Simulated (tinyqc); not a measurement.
Atomic layer deposition: Langmuir saturation, growth per cycle and coating of deep features: one step, computed by the program tinyqc. Command: `OMP_NUM_THREADS=1 python tinyqc.py 3029538 3029539 out.jsonl ald walk`. One thread of a shared host (Intel(R) Xeon(R) Processor @ 2.30GHz), about 0.01 s of CPU time with the checks.

Precursor A sticks only on free sites, so a long enough pulse saturates; co-reactant B then frees the sites again.

Problem. Flux and saturation time. Wall flux F = p/sqrt(2 pi M k_B T); rate of filling k_a = beta F/q; desorption k_d = 1e13 exp(-E_d/(k_B T)) per second. 1/m^2 = 1e-18/nm^2. Temperatures in kelvin are T(C) + 273.15.

Inputs (values chosen for the exercise, modelled on titanium nitride from the chloride and ammonia):
```
quantity                                   value    unit
precursor mass M                             190       u
site density q                               1.9  1/nm^2
sticking probability beta on free sites  0.00043       -
precursor pressure p                        0.89      Pa
temperature T                                350       C
desorption energy E_d                       2.03      eV
```

Constants: u = 1.6605390666e-27 kg; k_B = 1.380649e-23 J/K; k_B = 8.617333262e-05 eV/K.

Give: flux F; k_a; k_d; time to 99 % without desorption, ln(100)/k_a.

Solution.

flux F = 6815 1/(nm^2 s)

k_a = 1.542 1/s

k_d = 3.821e-04 1/s

time to 99 % without desorption, ln(100)/k_a = 2.986 s
